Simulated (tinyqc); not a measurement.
Core-shell quantum dot (spherical envelope functions), step by step. Values are carried at full precision from step to step, so a last printed digit may differ when a step is redone from the rounded ones.

Parabolic bands; strain and other valleys are left out. s states, u = r psi, hard wall at R + H, c = hbar^2/2m0, energies from the band edges of the core. Core: u = sin(k1 r)/k1, k1 = sqrt(m1 E/c). At R, psi and psi'/m are continuous, so u is continuous and its slope in the shell is s = u/R + (m2/m1)(u' - u/R). Shell: u(R + x) = u(R) cos(k2 x) + s sin(k2 x)/k2, k2 = sqrt(m2 (E - V)/c); for negative arguments the functions turn into sinh and cosh. A level has u(R + H) = 0.

Constants: hbar^2/2m0 = 3.80998211 eV angstrom^2; e^2/(4 pi eps0) = 14.39964547 eV angstrom; hc = 1239.841984 eV nm.

Inputs chosen for the exercise (near those of a CdSe/CdS core-shell dot; the results hold for these values, not for the real material):

| symbol | value | unit | meaning |
|---|---|---|---|
| R | 23 | angstrom | core radius |
| H | 14 | angstrom | shell thickness |
| Vc | 0.302 | eV | conduction edge of the shell above that of the core |
| me1 | 0.125 | m0 | electron, core |
| me2 | 0.22 | m0 | electron, shell |
| E | 0.27 | eV | trial energy of the electron |
| Vv | 0.473 | eV | hole barrier of the shell |
| mh1 | 0.443 | m0 | hole, core |
| mh2 | 0.804 | m0 | hole, shell |
| Eg | 1.764 | eV | gap of the core |
| eps | 5.8 |  | dielectric constant |

## Shooting at a trial energy

Carry the electron solution outwards.

k1^2 = 0.0088583 1/angstrom^2
k2^2 = -0.0018478 1/angstrom^2
u(R) = 8.805 angstrom
s = -1.2759
u(R + H) = -8.512 angstrom

u(R + H) is negative: one node has entered, so the lowest level lies below the trial energy.

## Ground states

Find the lowest root for electron and hole, and the share of u^2 inside the core.

Levels:

| carrier | E (eV) | share in the core |
|---|---|---|
| electron | 0.2191 | 0.791 |
| hole | 0.0992 | 0.953 |

The core holds 24 % of the volume. Both carriers sit mainly in the core, as the type I line-up favours.

## Overlap and Coulomb integrals

Overlap = (integral of u_e u_h)^2 with normalised u. Coulomb integrals J_ab = (q/eps) double integral of u_a(r)^2 u_b(s)^2/max(r, s), q = e^2/(4 pi eps0), one eps everywhere. Exciton E = Eg + E_e + E_h - J_eh; first-order biexciton shift J_ee + J_hh - 2 J_eh (positive: repulsive).

Integrate numerically.

overlap = 0.904

J_eh, J_ee, J_hh (meV): 136.6  125.2  152.8

## Exciton and biexciton

Give E, the wavelength hc/E and the biexciton shift.

E = 1.946 eV
wavelength = 637 nm
biexciton shift = 5 meV

At first order the shift is the Coulomb integral of the net charge density with itself and cannot be negative; correlation, left out here, lowers it, and may reverse a shift as small as this.

## Checks

- Level without offset and mass step against c (pi/(R + H))^2/m, eV: both 0.2197.
- J_ee in that case against 1.786 q/(eps (R + H)), meV: both 119.8.

(tinyqc, `OMP_NUM_THREADS=1 python tinyqc.py 1251146 1251147 out.jsonl`, Intel(R) Xeon(R) Processor @ 2.30GHz, 1 thread, shared host, about 0.05 s.)
